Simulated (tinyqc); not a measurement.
Floating body of a partially depleted SOI transistor: body voltage and kink: one step of the calculation.

Source at 0 V. Channel current Ic = 2 nf K Vt^2 [F(0) - F(Vd)](1 + la Vd), F(V) = ln^2(1 + exp((Vg - VT - nf V)/(2 nf Vt))), VT = VT0 - gb Vb. Saturation voltage Vs = 2 Vt sqrt(F(0)) + 3 Vt, excess Ve = (Vd - Vs + sqrt((Vd - Vs)^2 + 0.0004 V^2))/2, multiplication M1 = Ai Ve exp(-Bl/Ve). Each junction passes D(v) = J1 (exp(v/Vt) - 1) + J2 (exp(v/(2 Vt)) - 1). Bipolar current Ib = bb J1 (exp(Vb/Vt) - 1). The body settles where M1 (Ic + Ib) = D(Vb) + D(Vb - Vd) + Vb/Rb; drain current Id = (1 + M1)(Ic + Ib) - D(Vb - Vd).

Question. Drain current with floating and with grounded body. Id and VT at the converged Vb, Id at Vb = 0, their ratio, and the bipolar share Ib/(Ic + Ib).

Parameters, values chosen for the exercise; values of the order met in partially depleted silicon-on-insulator transistors:
- T = 358 K (temperature)
- VT0 = 0.47 V (threshold at zero body voltage)
- gb = 0.22 (fall of the threshold per volt of body voltage)
- nf = 1.16 (slope factor)
- K = 110 uA/(V^2 um) (gain factor per width)
- la = 0.04 1/V (channel-length modulation factor)
- Ai = 3.65 1/V (impact-ionisation prefactor)
- Bl = 6.1 V (impact-ionisation voltage)
- J1 = 1.6e-10 uA/um (diffusion saturation current of each junction)
- J2 = 3.4e-8 uA/um (recombination saturation current of each junction)
- bb = 0 (gain of the lateral bipolar transistor on the diffusion current)
- Rb = 1e9 kohm um (resistance of a weak body tie to the source (1e9 stands for no tie, and the term is then dropped))
- Vg = 1.02 V (gate voltage)
- Vd = 1.1 V (drain voltage)

Constants: q = 1.602176634e-19 C, kB = 1.380649e-23 J/K, Vt = kB T/q. Results are converted to the units shown.

converged Vb = 0.38488678 V

Give: VT; Id, floating; Id, grounded; ratio; bipolar share.

Answer.

VT = 0.3853 V
Id, floating = 19.94 uA/um
Id, grounded = 14.98 uA/um
ratio = 1.331
bipolar share = 0.000 %

The body rises to 0.385 V and lowers the threshold by 84.7 mV.

Range of the model: The multiplication law is an empirical form chosen for the exercise; self-heating and capacitive coupling to the body are left out, and the linear laws are rough once Vb passes about 0.7 V or M1 about 0.1.

Program tinyqc, `OMP_NUM_THREADS=1 python tinyqc.py 2182017 2182018 out.jsonl`; Intel Xeon 2.30GHz, shared host, one thread, about 0.2 s.
